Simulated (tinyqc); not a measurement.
Worked calculation: geometry optimisation on the B3LYP (VWN-RPA form)/sto-3g surface (energies and gradients from PySCF), for HeH+, spin multiplicity 1. One step of it, computed by the program tinyqc.

Problem. Step 2: move. Quasi-Newton step p = -H^(-1) g (the inverse Hessian comes from BFGS updates; coordinates in the order x, y, z of each atom); steps longer than 0.1 bohr are cut back.

positions after step 1 (bohr), order 1He, 2H:
$$\begin{pmatrix}
0.000000 & 0.000000 & -0.070707 \\
0.000000 & 0.000000 & 1.616511
\end{pmatrix}$$

gradient (hartree/bohr), order 1He, 2H:
$$\begin{pmatrix}
0.00000000 & 0.00000000 & 0.02285256 \\
0.00000000 & 0.00000000 & -0.02286322
\end{pmatrix}$$

inverse Hessian in use (bohr^2/hartree):
$$\begin{pmatrix}
6.666667 & 0.000000 & 0.000000 & 0.000000 & 0.000000 & 0.000000 \\
0.000000 & 6.666667 & 0.000000 & 0.000000 & 0.000000 & 0.000000 \\
0.000000 & 0.000000 & 4.061971 & 0.000000 & 0.000000 & 2.604421 \\
0.000000 & 0.000000 & 0.000000 & 6.666667 & 0.000000 & 0.000000 \\
0.000000 & 0.000000 & 0.000000 & 0.000000 & 6.666667 & 0.000000 \\
0.000000 & 0.000000 & 2.604421 & 0.000000 & 0.000000 & 4.062520
\end{pmatrix}$$

Give: positions after step 2.

Solution.

positions after step 2 (bohr), order 1He, 2H:
$$\begin{pmatrix}
0.000 & 0.000 & -0.104 \\
0.000 & 0.000 & 1.650
\end{pmatrix}$$
